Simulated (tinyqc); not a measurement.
Lattice vibrations of a chain, step by step. One step of it, computed by the program tinyqc.

Question. Frequencies. omega^2 are the eigenvalues; wavenumber = 521.4708 sqrt(eigenvalue) 1/cm.

D(q) (eV/(angstrom^2 u)):
$$\begin{pmatrix}
0.796069 & -0.305027 & 0.000000 & 0.285789+0.157114i \\
-0.305027 & 0.548900 & -0.391645 & 0.000000 \\
0.000000 & -0.391645 & 0.518519 & -0.063841 \\
0.285789-0.157114i & 0.000000 & -0.063841 & 0.361660
\end{pmatrix}$$

Give: eigenvalues; wavenumbers; weights |e|^2 of the mass-weighted modes.

Answer.

eigenvalues: [0.0483, 0.2054, 0.8119, 1.1596]

wavenumbers (1/cm): [114.6, 236.3, 469.9, 561.6]

weights |e|^2 of the mass-weighted modes, order atom 1, atom 2, atom 3, atom 4:
$$\begin{pmatrix}
0.1775 & 0.0941 & 0.2198 & 0.5086 \\
0.4286 & 0.0748 & 0.1812 & 0.3154 \\
0.2619 & 0.2130 & 0.4221 & 0.1030 \\
0.1319 & 0.6181 & 0.1769 & 0.0730
\end{pmatrix}$$
